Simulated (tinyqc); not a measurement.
# Six-transistor SRAM cell, nodal equations and margins: two studies

Two cross-coupled inverters (pull-down bn, pull-up bp) hold the nodes Q and QB; access transistors (ba, threshold VTn, gate on the word line at Vdd when selected) join them to the bit lines. Transistor (EKV form, voltages against the body): I = 2 n b Vt^2 [F(vp - Vs) - F(vp - Vd)] from drain to source, F(v) = ln^2(1 + exp(v/(2 Vt))), vp = (Vg - VT + sg |Vd - Vs|)/n. n-channel bodies are at 0; for the p-channel device all voltages are counted down from Vdd. b in uA/V^2 gives I in uA. For an access transistor the bit line is the drain and the node the source. In a read both bit lines are at Vdd. The cell is symmetric (no mismatch).

Values chosen for this exercise:
```
symbol  value    unit                                  meaning
T         293       K                              temperature
Vdd       0.7       V                           supply voltage
n        1.29                                     slope factor
sg      0.116                   drain-induced barrier lowering
VTn      0.28       V                      n-channel threshold
VTp      0.32       V          p-channel threshold (magnitude)
bn        500  uA/V^2  gain factor of the pull-down transistor
ba        420  uA/V^2     gain factor of the access transistor
bp        260  uA/V^2    gain factor of the pull-up transistor
```

Constants: q = 1.602176634e-19 C, kB = 1.380649e-23 J/K, Vt = kB T/q. Results are converted to the units shown.

Each table varies one quantity; the others keep the values above.

## Effect of the n-channel threshold

f(x) is the node voltage of one half-cell for input x: In = Ip in hold, In = Ip + Ia in a read. Static noise margin: side of the largest square between the curve (x, f(x)) and its mirror image (f(y), y); with h(c) the root x of f(x) - x = c, it is the maximum over c > 0 of h(c) - h(-c) + c. Q is the low node in a read and Iread the current of its access transistor. The write trip is the voltage to which the bit line of the high node must fall (the other staying at Vdd) for that state to vanish; higher is easier, and a negative value means that a grounded bit line does not write.

Effect of the n-channel threshold:
```
VTn (V)	hold margin (mV)	read margin (mV)	Q in a read (mV)	Iread (uA)	write trip (mV)
0.2	218.4	65.16	125.4	26.71	283.4
0.26	241.2	96.80	113.1	21.38	230.2
0.32	258.3	124.1	101.9	16.51	184.1
0.38	265.3	147.0	91.10	12.23	140.5
0.44	258.3	166.9	80.88	8.569	98.06
0.5	239.6	184.8	71.61	5.540	56.09
```

What does the table show?

As VTn goes from 0.2 to 0.5 V, the read margin rises from 65.2 to 185 mV, the write trip falls from 283 to 56.1 mV and Iread falls from 26.7 to 5.54 uA. The read margin is 0.30 of the hold margin in the first row and 0.77 in the last. Read stability and write ability pull in opposite directions. For VTn = 0.2 to 0.26 V the read margin is under 100 mV, which threshold mismatch, left out here, can use up in a large array.

## Effect of the supply voltage

Same model as above.

Result of one run:
```
Vdd (V)	hold margin (mV)	read margin (mV)	Q in a read (mV)	Iread (uA)	write trip (mV)
0.4	138.1	56.13	46.96	2.079	122.9
```

What becomes of these results when the supply voltage Vdd is changed from 0.4 to 0.5 V, all else the same?

Result of the changed run:
```
Vdd (V)	hold margin (mV)	read margin (mV)	Q in a read (mV)	Iread (uA)	write trip (mV)
0.5	178.2	75.86	65.53	5.847	149.2
```

The whole series:
```
Vdd (V)	hold margin (mV)	read margin (mV)	Q in a read (mV)	Iread (uA)	write trip (mV)
0.4	138.1	56.13	46.96	2.079	122.9
0.5	178.2	75.86	65.53	5.847	149.2
0.6	215.1	92.80	86.82	11.74	180.3
0.7	247.7	106.4	109.3	19.69	214.4
0.85	289.5	121.5	143.9	35.40	269.5
1	325.5	132.1	179.0	55.59	329.3
```

As Vdd goes from 0.4 to 1 V, the read margin rises from 56.1 to 132 mV, the write trip rises from 123 to 329 mV and Iread rises from 2.08 to 55.6 uA. The read margin is 0.41 of the hold margin in the first row and 0.41 in the last. For Vdd = 0.4 to 0.6 V the read margin is under 100 mV, which threshold mismatch, left out here, can use up in a large array.

Program tinyqc, `OMP_NUM_THREADS=1 python tinyqc.py 2340014 2340015 out.jsonl`; Intel Xeon 2.30GHz, shared host, one thread, about 0.1 s.
